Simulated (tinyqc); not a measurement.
Electron continuity equation in a given potential, Scharfetter-Gummel discretisation: one step of the calculation.

Steady state in one dimension: J = q mu n E + q D dn/dx with E = -dpsi/dx and D = mu Vt, dJ/dx = q (n/tau - G), fixed densities nL and nR at the ends. The potential is given, psi = 0 for x < L/2 and U (2 x/L - 1) beyond, and is not changed by the electrons.

Task. Tridiagonal system for the inner nodes. Row i (1 to 9): B(-d_(i-1)) n_(i-1) + b_i n_i + B(d_i) n_(i+1) = f_i with b_i = -B(-d_i) - B(d_(i-1)) - h^2/(D tau) and f_i = -G h^2/D; the known end values are moved to the right: f_1 loses B(-d_0) nL and f_9 loses B(d_9) nR. h = L/10, D = mu Vt.

Inputs (values chosen for the exercise); mobility close to that of silicon at room temperature:

| symbol | value | unit | meaning |
|---|---|---|---|
| T | 293 | K | temperature |
| mu | 1360 | cm^2/(V s) | electron mobility |
| L | 0.11 | um | length of the region |
| nL | 2.5e15 | cm^-3 | density at x = 0 |
| nR | 2.4e16 | cm^-3 | density at x = L |
| tau | 3.9e-12 | s | lifetime |
| G | 0 | cm^-3 s^-1 | uniform generation rate |

Constants: q = 1.602176634e-19 C, kB = 1.380649e-23 J/K, Vt = kB T/q. Results are converted to the units shown.

```
interval	B(d_i)	B(-d_i)
0	1	1
1	1	1
2	1	1
3	1	1
4	1	1
5	0.092183395	3.8151346
6	0.092183395	3.8151346
7	0.092183395	3.8151346
8	0.092183395	3.8151346
9	0.092183395	3.8151346
```

Give: diagonal b; right side f.

Result.

```
node	diagonal b	right side f (cm^-3)
1	-2.009	-2.500e15
2	-2.009	0
3	-2.009	0
4	-2.009	0
5	-4.824	0
6	-3.916	0
7	-3.916	0
8	-3.916	0
9	-3.916	-2.212e15
```

Range of the model: The drift velocity mu E exceeds 1e7 cm/s somewhere, where real mobilities no longer stay constant.

Numbers from tinyqc (`OMP_NUM_THREADS=1 python tinyqc.py 2220141 2220142 out.jsonl`; about 0.01 s on one thread of a shared Intel Xeon 2.30GHz).
